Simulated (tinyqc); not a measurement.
Thin-film transistor with exponential tail and deep states, accumulation layer: two steps of the calculation.

An undoped film in accumulation, thicker than the space-charge layer. With band bending psi the Fermi level lies E0 - psi below the band edge. Free electrons n = n0 exp(psi/Vt) carry the current; electrons in two exponential distributions of traps, a = a0 exp(psi/Va) and d = d0 exp(psi/Vp), do not. Linear regime, ohmic contacts, traps in equilibrium.

Values chosen for this exercise; values close to those of amorphous silicon:

| symbol | value | unit | meaning |
|---|---|---|---|
| T | 300 | K | temperature |
| eps_r | 11.8 |  | relative permittivity of the semiconductor |
| mb | 9 | cm^2/(V s) | band mobility |
| Tt | 360 | K | characteristic temperature of the tail |
| Td | 910 | K | characteristic temperature of the deep states |
| Ci | 12 | nF/cm^2 | gate capacitance |
| WL | 20 |  | ratio W/L |
| Vd | 0.05 | V | drain voltage |
| Vg | 24 | V | gate voltage above flat band |

Constants: q = 1.602176634e-19 C, kB = 1.380649e-23 J/K, Vt = kB T/q, eps0 = 8.8541878128e-14 F/cm where lengths are in cm. Results are converted to the units shown.

Question 1. Surface potential by Newton steps. Va = kB Tt/q, Vp = kB Td/q. G(psi) = sum over the three kinds of c0 [V (exp(psi/V) - 1) - psi], field F = sqrt(2 q G/(eps0 eps_r)); Vg = psi + eps0 eps_r F/Ci at the surface. f = psi + eps0 eps_r F/Ci - Vg, f' = 1 + q rho/(Ci F) with rho = sum c0 (exp(psi/V) - 1); psi(new) = psi - f/f'.

psi after iteration 1 = 0.81281967 V
n0 = 5.0551016e8 cm^-3
a0 = 2.9556804e11 cm^-3
d0 = 2.1177736e14 cm^-3

Wanted: F; f; f'; psi after iteration 2.

Answer 1.

F = 2.923e4 kV/cm
f = 2521 V
f' = 4.275e4
psi after iteration 2 = 0.7538 V

The value that enters this step is an overshoot, farther from the solution than the start was, so its intermediate quantities are not physical.

Question 2. Free and total charge, current. Total charge Q = Ci (Vg - psi_s); free charge Qf = q times the integral of n0 (exp(psi/Vt) - 1)/F over psi from 0 to psi_s; I = (W/L) mb Qf Vd; effective mobility mb Qf/Q.

psi_s = 0.526368956 V
n0 = 5.05510160e8 cm^-3
a0 = 2.95568039e11 cm^-3
d0 = 2.11777359e14 cm^-3

Wanted: surface densities; Q; Qf; effective mobility; I.

Answer 2.

surface densities (cm^-3): free 3.518e17, tail 6.910e18, deep 1.742e17
Q = 281.7 nC/cm^2
Qf = 8.784 nC/cm^2
effective mobility = 0.2807 cm^2/(V s)
I = 79.06 nA

tinyqc, about 0.03 s, one thread, Intel Xeon 2.30GHz (shared host): `OMP_NUM_THREADS=1 python tinyqc.py 2610031 2610032 out.jsonl`
